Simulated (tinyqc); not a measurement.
# Layer from its matrix

Question. For (psi, psi'/m) a flat barrier below its edge has M = [[cosh Kd, (m/K) sinh Kd], [(K/m) sinh Kd, cosh Kd]], K = sqrt(m (U - E)/C), C = hbar^2/(2 m0). Its width is d = 2.4 nm. Find K, m and U.

Inputs (values chosen for the exercise): electron energy E = 0.213 eV.

Constants: q = 1.602176634e-19 C, hbar = 1.054571817e-34 J s, m0 = 9.1093837015e-31 kg, hbar^2/(2 m0) = 0.0380998212 eV nm^2. Results are converted to the units shown.

M of the layer (M12 in nm, M21 in 1/nm):
```
           1           2
1  1.1699228  0.20529106
2  1.7960807   1.1699228
```

Answer. K = arcosh(M11)/d, m/K = sqrt(M12/M21), and U = E + C K^2/m.

K = 0.240 1/nm
m = 0.0810 m0
U = 0.240 eV

Computed by the program tinyqc: `OMP_NUM_THREADS=1 python tinyqc.py 2560008 2560009 out.jsonl`, one thread of a shared Intel Xeon 2.30GHz, about 0.01 s for the whole run.
